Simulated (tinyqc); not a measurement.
Energy relaxation with and without hot phonons: decay of LO phonons and the hot-phonon bottleneck in the cooling of electrons. Computed by tinyqc, a small Python program. Command: `OMP_NUM_THREADS=1 python tinyqc.py 3025525 3025526 out.jsonl hotphonon walk`. One thread of a shared host (Intel(R) Xeon(R) Processor @ 2.30GHz), about 0.01 s of CPU time with the checks.

n(E, T) = 1/(exp(E/(k_B T)) - 1) is the Bose occupation. Electrons have a temperature T_e; the LO modes within their reach share one occupation N; the decay products stay at the lattice temperature.

Inputs (values chosen for the exercise, modelled on aluminium nitride):
```
quantity                                             value    unit
LO energy hbar omega                                   109     meV
lifetime at T = 0, tau_0                               1.4      ps
weight b of the three-phonon channel                  0.16       -
lattice temperature T                                  150       K
electron mass m*                                     0.326     m_0
eps_inf                                               4.62       -
static dielectric constant eps_s                       8.7       -
electron density n                                 5.5e+18  1/cm^3
density of LO modes that the electrons reach, N_m  2.5e+19  1/cm^3
```

Decay channel: two equal phonons plus a three-phonon channel.

Constants: k_B = 8.617333262e-05 eV/K; c = 299792458 m/s; e^2/(4 pi eps_0) = 14.39964548 eV angstrom; hbar^2/(2 m_0) = 3.80998212 eV angstrom^2; hbar = 6.582119569e-16 eV s; e = 1.602176634e-19 C; k_B = 1.380649e-23 J/K.

Method:
- Decay rate 1/tau = (1/tau_0) [1 + 2 n_2 + b (1 + 3 n_3 + 3 n_3^2)]/(1 + b), n_2 = n(hbar omega/2), n_3 = n(hbar omega/3).
- Full width Gamma = 1/(2 pi c tau) in 1/cm, c in cm/s.
- Froehlich coupling alpha = (e^2/(4 pi eps_0)) (1/eps_inf - 1/eps_s) k_0/(2 hbar omega), k_0 = sqrt(m* hbar omega/(hbar^2/(2 m_0))); emission time tau_sp = hbar/(2 alpha hbar omega); bottleneck ratio r = (n/N_m) tau/tau_sp.
- Net emission per electron: [(N + 1) x - N]/tau_sp with x = exp(-hbar omega/(k_B T_e)), a simple two-level balance; steady state of the modes: n [(N + 1) x - N]/tau_sp = N_m (N - N_0)/tau; power per electron P = hbar omega [(N + 1) x - N]/tau_sp.
- P(T_e) = (hbar omega/tau_sp) [(N_0 + 1) x - N_0]/[1 + r (1 - x)], and r = 0 without hot phonons; energy relaxation time tau_E = (3/2) k_B (T_e - T)/P.

emission time tau_sp = 4.66288 fs

equilibrium LO occupation N_0 = 2.17699e-04

bottleneck ratio r = 62.6697

phonon lifetime tau = 1.32828 ps

Cooling:
```
T_e (K)  P, cold phonons (nW)  P, hot phonons (nW)   ratio  tau_E (ps)           N
180                    2.5090             0.039442  63.614      15.752  8.7768e-04
230                    14.501              0.22868  63.413      7.2451   0.0040442
300                    54.451              0.86781  62.745      3.5797    0.014739
450                    224.52               3.7483  59.900      1.6575    0.062938
650                    534.30               9.7646  54.718      1.0604     0.16361
950                    988.49               20.978  47.119     0.78975     0.35125
1450                   1564.9               41.759  37.475     0.64471     0.69897
2150                   2079.2               72.016  28.872     0.57514      1.2053
```

Reabsorption cuts the loss by a factor 63.6 at the lowest T_e and 28.9 at the highest; the factor is 1 + r (1 - x) with r = 62.7. tau_E runs from 16 to 0.58 ps, with its shortest value, 0.58 ps, at T_e = 2150 K, against tau_sp = 4.7 fs and a phonon lifetime of 1.3 ps. For r (1 - x) much above 1 the loss tends to hbar omega (N_m/n)(n(hbar omega, T_e) - N_0)/tau, in which tau_sp no longer appears. In the coldest rows the electrons are degenerate, so (3/2) k_B (T_e - T) overstates their excess energy. Pauli blocking is left out, as are upper valleys and non-parabolic bands, which can matter above about 1000 K. Caution: alpha is above 1/2, so hbar/tau_sp exceeds hbar omega and the emission time, a weak-coupling result, is only rough.

Extremes, crossings and ranges named in words are read from the listed rows.
